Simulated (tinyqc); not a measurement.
# Implant damage, amorphisation by cascade overlap, and solid-phase epitaxial regrowth, step by step

A worked calculation. Computed by tinyqc, a small Python program that keeps every step. Command: `OMP_NUM_THREADS=1 python tinyqc.py 3110251 3110252 out.jsonl sper walk`. One thread of a shared host (Intel(R) Xeon(R) Processor @ 2.30GHz), about 0.01 s of CPU time with the checks. Intermediate numbers are printed to about 6 digits and carried at full precision; extremes and crossings named in words are read from the listed rows.

Range and width of the damage are inputs. Dynamic annealing enters only through the surviving share f.

Inputs (values chosen for the exercise, modelled on silicon ions in silicon):

| quantity | value | unit |
|---|---|---|
| atomic density N | 49.9 | 1/nm^3 |
| ion Z1 | 14 | - |
| ion mass M1 | 28 | u |
| target Z2 | 14 | - |
| target mass M2 | 28.09 | u |
| ion energy E | 65 | keV |
| displacement energy E_d | 15 | eV |
| depth of the damage peak R_d | 60 | nm |
| width of the damage profile s_d | 27 | nm |
| share of defects that survive f | 0.47 | - |
| critical displaced share x_c | 0.08 | - |
| dose Q | 2.7e+14 | 1/cm^2 |
| overlaps needed n | 3 | - |
| area amorphised by one track A_i | 1.7 | nm^2 |
| regrowth prefactor v0 | 5.7e+15 | nm/s |
| regrowth energy E_a | 2.7 | eV |
| anneal temperature | 518 | C |
| rate relative to (100) | 0.04 | - |
| peak enhancement by the dopant | 6.7 | - |
| ramp rate | 8.4 | K/s |

Constants: a_0 = 0.529177210903 angstrom; e^2/(4 pi eps_0) = 14.39964548 eV angstrom; k_B = 8.617333262e-05 eV/K.

## Damage energy and displacements per ion

Robinson partition: eps = E a M2/(Z1 Z2 (e^2/(4 pi eps_0)) (M1 + M2)), a = 0.8853 a_0/sqrt(Z1^(2/3) + Z2^(2/3)); k = 0.0793 Z1^(2/3) Z2^(1/2) (M1 + M2)^(3/2)/((Z1^(2/3) + Z2^(2/3))^(3/4) M1^(3/2) M2^(1/2)); damage energy T_d = E/(1 + k (eps + 0.40244 eps^(3/4) + 3.4008 eps^(1/6))); displacements nu = 0.8 T_d/(2 E_d).

reduced energy eps = 1.58528

k = 0.146521

damage energy T_d = 35.0660 keV

T_d/E = 0.539477

displacements per ion nu = 935.093

46 % of the energy goes to electrons.

## The amorphous layer

Displaced share x(z) = f nu Q exp(-(z - R_d)^2/(2 s_d^2))/(sqrt(2 pi) s_d N); the layer is amorphous where x > x_c, between R_d -/+ s_d sqrt(2 ln(x_max/x_c)), the upper edge being cut at the surface. Threshold dose Q_c = Q x_c/x_max.

peak displaced share x_max = 0.351368

threshold dose Q_c = 6.14740e+13 1/cm^2

upper edge = 13.5505 nm

lower edge = 106.450 nm

The layer is buried, so it regrows from both sides and the two fronts meet in a defect plane.

## Damage left below the interface

Displaced atoms per area beyond the lower edge z2: f nu Q (1/2) erfc((z2 - R_d)/(sqrt2 s_d)); they are not removed by regrowth.

share of the damage beyond z2 = 0.0426841

displaced atoms beyond z2 = 5.06504e+15 1/cm^2

## Layer against dose

The formulas are those given above.

Dose series; the last column is f nu Q erfc((z2 - R_d)/(sqrt2 s_d))/2:

| Q (1/cm^2) | x_max | upper edge (nm) | lower edge (nm) | displaced atoms beyond z2 (1/cm^2) |
|---|---|---|---|---|
| 6.76e+13 | 0.08797 | 48.2314 | 71.769 | 9.84771e+15 |
| 9.22e+13 | 0.11999 | 35.6896 | 84.310 | 7.45422e+15 |
| 1.54e+14 | 0.20041 | 23.4085 | 96.591 | 5.93372e+15 |
| 2.46e+14 | 0.32014 | 15.0352 | 104.965 | 5.18091e+15 |
| 4.30e+14 | 0.55959 | 6.7453 | 113.255 | 4.58892e+15 |
| 7.38e+14 | 0.96041 | 0.0000 | 120.196 | 4.18096e+15 |
| 1.54e+15 | 2.00410 | 0.0000 | 128.528 | 3.77201e+15 |
| 3.07e+15 | 3.99518 | 0.0000 | 135.511 | 3.48270e+15 |

A dose 45 times larger moves the lower edge from 71.8 to 136 nm, as the root of a logarithm, and the damage beyond it falls by a factor 2.8, since the edge lies on an ever steeper tail. The layer reaches the surface at Q_c exp(R_d^2/(2 s_d^2)) = 7.26e14 per cm^2.

## Overlap model

Gibbons model: a point turns amorphous after n + 1 hits; with y = A_i Q the amorphous share is 1 - exp(-y) sum_(k=0..n) y^k/k!. Doses are set by y.

Amorphous share:

| y | Q (1/cm^2) | direct impact (n = 0) | given n |
|---|---|---|---|
| 0.1 | 5.88235e+12 | 0.095163 | 3.84683e-06 |
| 0.3 | 1.76471e+13 | 0.259182 | 2.65811e-04 |
| 0.6 | 3.52941e+13 | 0.451188 | 3.35807e-03 |
| 1.0 | 5.88235e+13 | 0.632121 | 1.89882e-02 |
| 2.0 | 1.17647e+14 | 0.864665 | 1.42877e-01 |
| 3.0 | 1.76471e+14 | 0.950213 | 3.52768e-01 |
| 5.0 | 2.94118e+14 | 0.993262 | 7.34974e-01 |
| 8.0 | 4.70588e+14 | 0.999665 | 9.57620e-01 |

At small y the share grows as y^4; between the first rows the exponent is 3.86.

## Isothermal regrowth

v = v0 x orientation factor x exp(-E_a/(k_B T)) x [1 + (enhancement - 1) exp(-(z - R_d)^2/(2 s_d^2))], T = anneal temperature + 273.15 K; the dopant is taken to follow the damage profile; the lower front moves from the lower edge z2 to the surface, or to the middle (z1 + z2)/2 of a buried layer with upper edge z1; time = int dz/v; the equivalent undoped distance is that time times the undoped velocity.

undoped velocity = 0.00144017 nm/s

distance to regrow = 46.4495 nm

time without enhancement = 32252.8 s

equivalent undoped distance = 10.7802 nm

time with enhancement = 7485.39 s

The rate doubles for each 14 K or so near this temperature. Caution: regrowth on (111) is not only slow but leaves twins, which a single velocity does not describe.

## Regrowth during a ramp

On a linear ramp from 200 C regrowth ends at the T_f where int v_undoped dT/(ramp rate) equals the equivalent undoped distance.

temperature at which regrowth ends = 708.399 C

Checks made by the program: tail against quadrature of x(z) N (relative difference below 1e-10).
